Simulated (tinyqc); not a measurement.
Inside a calculation. Model: a particle near a wafer in liquid: double-layer and van der Waals forces (DLVO), deposition barrier and removal. Computed by tinyqc, a small Python program that keeps every step. Command: `OMP_NUM_THREADS=1 python tinyqc.py 3113931 3113932 out.jsonl dlvo walk`. One thread of a shared host (Intel(R) Xeon(R) Processor @ 2.30GHz), about 0.01 s of CPU time with the checks. Intermediate numbers are printed to about 6 digits and carried at full precision; extremes and crossings named in words are read from the listed rows.

Sphere and flat wall, Derjaguin approximation, constant potentials in the linear-superposition form, no retardation and no hydration force.

Inputs (values chosen for the exercise, of the order of those for silicon nitride on silicon in water): particle radius R = 430 nm; Hamaker constant A = 2.4e-20 J; potential of the particle psi_1 = -42 mV; potential of the wafer psi_2 = -64 mV; salt concentration c = 0.00014 mol/L; valence z of the symmetric salt = 1; temperature T = 323 K; dielectric constant of the liquid = 69.9; gap h = 15 nm; contact distance h0 = 0.4 nm; contact radius over R = 0.076; viscosity = 0.95 mPa s.

Constants: e = 1.602176634e-19 C; N_A = 6.02214076e+23 1/mol; eps_0 = 8.8541878128e-12 F/m; k_B = 1.380649e-23 J/K; k_B = 8.617333262e-05 eV/K.

## Screening

kappa^2 = 2 z^2 e^2 N_A (1000 c)/(eps eps_0 k_B T); gamma_i = tanh(z e psi_i/(4 k_B T)); Z = 64 pi eps eps_0 (k_B T/(z e))^2 gamma_1 gamma_2.

kappa = 0.0396013 1/nm

Debye length = 25.2517 nm

gamma_1 = -0.360305

gamma_2 = -0.518903

Z = 18.0245 pN

kappa R = 17.0285

Like signs: the double layers repel.

## Energy and force at one gap

U(h) = Z R exp(-kappa h) - A R/(6 h); F(h) = -dU/dh = kappa Z R exp(-kappa h) - A R/(6 h^2), positive for repulsion.

double-layer energy = 959.548 k_B T

van der Waals energy = -25.7129 k_B T

U(h) = 933.835 k_B T

F(h) = 161.813 pN

Caution: for kappa h below 1 linear superposition is only rough, and charge regulation matters.

## The curve

The formulas are those given above.

Against the gap:
```
h (nm)  kappa h  U (k_B T)        F (pN)
0.4     0.01584     746.44  -1.04479e+04
0.6     0.02376    1054.35  -4.47805e+03
1.0     0.03960    1284.81  -1.42499e+03
1.5     0.05940    1380.62  -4.75215e+02
2.5     0.09900    1419.88   2.79946e+00
4.0     0.15841    1386.95   1.54467e+02
7.0     0.27721    1262.11   1.97520e+02
12.0    0.47522    1048.45   1.78890e+02
20.0    0.79203     767.89   1.34717e+02
40.0    1.58405     346.89   6.18896e+01
```

Caution: in rows with kappa h below 1 linear superposition is only rough.

## Barrier and secondary minimum

F = 0 reads x^2 exp(-x) = y with x = kappa h and y = A kappa/(6 Z); the left side peaks at x = 2 with 4/e^2 = 0.5413, so roots exist for smaller y: x < 2 is the barrier, x > 2 the secondary minimum.

y = 0.00878832

position of the barrier = 2.48673 nm

barrier height = 1419.89 k_B T

position of the secondary minimum = 231.436 nm

energy at the secondary minimum = -1.48469 k_B T

A barrier above 15 k_B T practically stops deposition.

## Critical salt concentration

The barrier height is zero when U = 0 and F = 0 together: kappa h = 1 and kappa = 6 Z/(e A), e = 2.718282 here; c follows from kappa^2, with the potentials held fixed.

critical kappa = 1.65771 1/nm

critical concentration = 0.245317 mol/L

## Adding salt

kappa scales as sqrt(c); potentials are held fixed. A dash marks rows without a maximum.

Against the concentration:
```
c (mol/L)  Debye length (nm)  barrier at (nm)  barrier (k_B T)  minimum at (nm)  minimum (k_B T)
2.45e-05             60.3632          3.77632          1530.45      6.19500e+02     -5.61925e-01
2.45e-04             19.0885          2.17908          1373.49      1.68078e+02     -2.03412e+00
2.45e-03              6.0363          1.28768          1104.58      4.38902e+01     -7.57910e+00
1.23e-02              2.6940          0.91660           815.97      1.64859e+01     -1.95723e+01
4.91e-02              1.3484          0.71242           483.29      6.79398e+00     -4.55029e+01
1.23e-01              0.8519          0.62894           217.42      3.60298e+00     -8.17368e+01
2.21e-01              0.6356          0.60401            33.36      2.30803e+00     -1.21093e+02
3.68e-01              0.4925          0.62104          -128.51      1.46935e+00     -1.74505e+02
7.36e-01              0.3483                -                -                -                -
```

At low salt the barrier tends to Z R = 1740 k_B T; it is half of that between 0.0024 and 0.012 mol/L and changes sign at 0.25 mol/L, while the secondary minimum deepens to -120 k_B T at 0.9 of that.

## Removing an attached particle

Adhesion F_a = A R/(6 h0^2) [1 + a^2/(R h0)] - kappa Z R exp(-kappa h0), a the contact radius. Drag in a shear flow F_d = 1.7 x 6 pi mu R^2 G, acting at 1.4 R; rolling starts when 1.4 R F_d = a F_a. Wall shear stress = mu G.

van der Waals adhesion = 77498.9 pN

net adhesion F_a = 77196.8 pN

wall shear stress for rolling = 707.291 Pa

shear rate G = 744516 1/s

Checks made by the program: force against a difference of U (relative difference 4e-10).
